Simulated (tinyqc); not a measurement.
# Planar ballistic transistor, top-of-the-barrier model: effect of the band edge at the barrier top above the source Fermi level at zero bias

At the top of the source barrier, states moving towards the drain are filled by the source (Fermi level 0) and states moving back by the drain (Fermi level -q Vd); nothing scatters. U is the shift of the band edge there, set by the capacitances CG, CD and CS (the total) and by the charge. Parabolic two-dimensional band; the source is grounded.

N0 = gv m kB T/(pi hbar^2), CG = eps0 eox/tox, vT = sqrt(2 kB T/(pi m)), CS = CG/aG, n0 = n at U = 0 and Vd = 0. eta1 = -(E0 + U)/Vt, eta2 = eta1 - Vd/Vt, n = (N0/2)[F_0(eta1) + F_0(eta2)], F_0(x) = ln(1 + exp x). U = UL + q (n - n0)/CS with UL = -(aG Vg + aD Vd), energies in eV. I = q (N0/2) vT [F_(1/2)(eta1) - F_(1/2)(eta2)] per width, F_(1/2)(x) = (2/sqrt(pi)) int_0^infinity u^(1/2)/(1 + exp(u - x)) du. CQ = (q/Vt) dn/d(eta1).

Inputs (values chosen for the exercise); mass and valleys close to those of a monolayer dichalcogenide: temperature T = 200 K; effective mass m = 0.481 m0; valley degeneracy gv = 2; relative permittivity of the gate insulator eox = 22; insulator thickness tox = 1.5 nm; gate control CG/CS aG = 0.76; drain control CD/CS aD = 0.047; gate voltage Vg = 0.8 V; drain voltage Vd = 0.8 V.

Constants: q = 1.602176634e-19 C, kB = 1.380649e-23 J/K, hbar = 1.054571817e-34 J s, m0 = 9.1093837015e-31 kg, Vt = kB T/q, eps0 = 8.8541878128e-14 F/cm where lengths are in cm. Results are converted to the units shown.

Results:
```
E0 (eV)    eta1  n (cm^-2)  I (uA/um)  mean velocity I/(q n) (cm/s)   CQ/CS
0.1      10.981  3.8025e13     9718.5                      1.5952e7  1.8840
0.2      8.9648  3.1045e13     7206.2                      1.4488e7  1.8838
0.25     7.9587  2.7562e13     6053.1                      1.3708e7  1.8834
0.3      6.9524  2.4079e13     4972.7                      1.2890e7  1.8822
0.35     5.9454  2.0597e13     3970.4                      1.2031e7  1.8791
0.4      4.9365  1.7119e13     3053.1                      1.1131e7  1.8706
0.45     3.9224  1.3651e13     2229.1                      1.0192e7  1.8475
```

Estimate the missing row, E0 = 0.15 eV.

Computed row:
```
E0 (eV)    eta1  n (cm^-2)  I (uA/um)  mean velocity I/(q n) (cm/s)   CQ/CS
0.15     9.9710  3.4529e13     8427.8                      1.5234e7  1.8839
```

With this row back in the table: As E0 goes from 0.1 to 0.45 eV, n falls from 3.80e13 to 1.37e13 cm^-2, the mean velocity falls from 1.60e7 to 1.02e7 cm/s and the current falls from 9720 to 2230 uA/um. CQ/CS goes from 1.9 to 1.8.

Computed by the program tinyqc: `OMP_NUM_THREADS=1 python tinyqc.py 2400109 2400110 out.jsonl`, one thread of a shared Intel Xeon 2.30GHz, about 0.01 s for the whole run.
